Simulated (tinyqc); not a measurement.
# Worked calculation: pillar capacitor in an array: capacitance, non-linearity, leakage and relaxation

Program tinyqc, `OMP_NUM_THREADS=1 python tinyqc.py 2102108 2102109 out.jsonl`; Intel Xeon 2.30GHz, shared host, one thread, about 0.01 s. Printed values are rounded.

A film between two metal electrodes, each interface adding a series capacitance ci. The small-signal permittivity is ek (1 + aq E^2); the field is found with the linear permittivity. Leakage J = J0 sinh(E/Ef). After a voltage step the film passes a relaxation current kr C V tt^(-nr), tt being the time in seconds. The sidewall is a coaxial capacitor with radii a = dm/2 and b = dm/2 + t, depth AR dm; the end face is left out.

Inputs (values chosen for the exercise); permittivity of the order of that of aluminium oxide: relative permittivity of the film ek = 8.98; film thickness t = 20 nm; capacitance of each electrode interface (dead layer and screening) ci = 280 uF/cm^2; quadratic field coefficient of the permittivity aq = 0.0039 cm^2/MV^2; bias V = 0.9 V; leakage prefactor J0 = 5.7e-10 A/cm^2; field for an e-fold rise of the leakage Ef = 0.5 MV/cm; diameter of the pillar dm = 170 nm; aspect ratio, depth over diameter AR = 10; pitch of the square array pt = 300 nm; resistivity of the inner electrode rho = 150 uohm cm.

Constants: eps0 = 8.8541878128e-14 F/cm where lengths are in cm. Results are converted to the units shown.

## Planar capacitance, field and non-linearity

Planar film: Cf = eps0 ek/t, 1/C = 1/Cf + 2/ci, EOT = 3.9 eps0/C, effective permittivity C t/eps0, E = (V/t) C/Cf; quadratic coefficient [C(V)/C - 1]/V^2 with Cf (1 + aq E^2) in C(V).

Cf = 0.397553 uF/cm^2
C = 0.396427 uF/cm^2
EOT = 8.71063 nm
effective permittivity = 8.95457
E = 0.448726 MV/cm
quadratic coefficient = 966.739 ppm/V^2
J = 5.83035e-10 A/cm^2

The interfaces take 0.283 % of the voltage.

## Cell capacitance, fields and time constant

Per length 1/c = ln(b/a)/(2 pi eps0 ek) + (1/a + 1/b)/(2 pi ci); cell capacitance c AR dm; per footprint over pt^2; fields c V/(2 pi eps0 ek r) at r = a and b; resistance of the inner electrode rho AR dm/(pi a^2); time constant R C/3 of the distributed line.

a = 85 nm
b = 105 nm
cell capacitance = 4.00770 fF
capacitance per footprint = 4.45300 uF/cm^2
field at a = 0.499649 MV/cm
field at b = 0.404477 MV/cm
R = 0.112345 kohm
R C/3 = 0.150081 ps

The array gives 11.2 times the planar capacitance per footprint; curvature makes the field at the inner electrode 1.11 times the planar value.
